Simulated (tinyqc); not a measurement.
Along the matched line: quaternary alloy A(x)B(1-x)C(y)D(1-y) matched to a substrate.

Q(x,y) = x y Q_AC + x (1 - y) Q_AD + (1 - x) y Q_BC + (1 - x)(1 - y) Q_BD for the lattice constant. Gap, rule 1: Q(x,y) - x (1 - x)[y C_ABC + (1 - y) C_ABD] - y (1 - y)[x C_ACD + (1 - x) C_BCD]. Rule 2 (mean of ternaries): {x (1 - x)[y T_ABC(x) + (1 - y) T_ABD(x)] + y (1 - y)[x T_ACD(y) + (1 - x) T_BCD(y)]}/{x (1 - x) + y (1 - y)}, T_ABC(x) = x E_AC + (1 - x) E_BC - C_ABC x (1 - x), T_ACD(y) = y E_AC + (1 - y) E_AD - C_ACD y (1 - y), and alike. Only the Gamma valley is followed.

Matching a(x,y) = a_s gives x = (a_s - y a_BC - (1 - y) a_BD)/(y (a_AC - a_BC) + (1 - y)(a_AD - a_BD)).
Constants: hc = 1239.841984 eV nm.

Parameters, chosen for this exercise (AC, AD, BC, BD near GaAs, GaP, InAs and InP; substrate near GaAs; not measured data):
```
symbol  value                         unit      meaning
a       (5.656, 5.453, 6.051, 5.863)  angstrom  lattice constants of AC, AD, BC, BD
Eg      (1.532, 2.925, 0.422, 1.445)  eV        gaps at Gamma of AC, AD, BC, BD
Cb      (0.465, 0.582, 0.195, 0.109)  eV        bowing of ABC, ABD, ACD, BCD
a_s     5.656                         angstrom  substrate
```

x follows from y.

Results:
```
y,x,bilinear (eV),rule 1 (eV),rule 2 (eV),wavelength 1 (nm),wavelength 2 (nm)
0.01,0.5096,2.1872,2.0405,2.0475,608,606
0.13,0.5672,2.1242,1.9672,2.0233,630,613
0.25,0.6252,2.0568,1.8967,1.9712,654,629
0.37,0.6838,1.9849,1.8293,1.9085,678,650
0.50,0.7478,1.9019,1.7599,1.8348,705,676
0.62,0.8075,1.8206,1.6993,1.7638,730,703
0.74,0.8677,1.7346,1.6424,1.6912,755,733
0.86,0.9284,1.6439,1.5891,1.6178,780,766
0.98,0.9897,1.5484,1.5398,1.5443,805,803
```

What can be read from this table?

The matched alloys span 1.540 to 2.040 eV by rule 1, monotonically in y. Along the line dx/dy is +0.479 between the first two rows and +0.511 between the last two. In energy the two rules differ most at y = 0.37, by 79 meV (28 nm there), which measures how far the ternary data leave the interior open. Miscibility gaps are not considered.

Computed by tinyqc, a small Python program: `OMP_NUM_THREADS=1 python tinyqc.py 1080490 1080491 out.jsonl` (the numbers bound the seed that draws the inputs); one thread of a shared host (Intel(R) Xeon(R) Processor @ 2.30GHz), about 0.01 s for the whole set of steps.
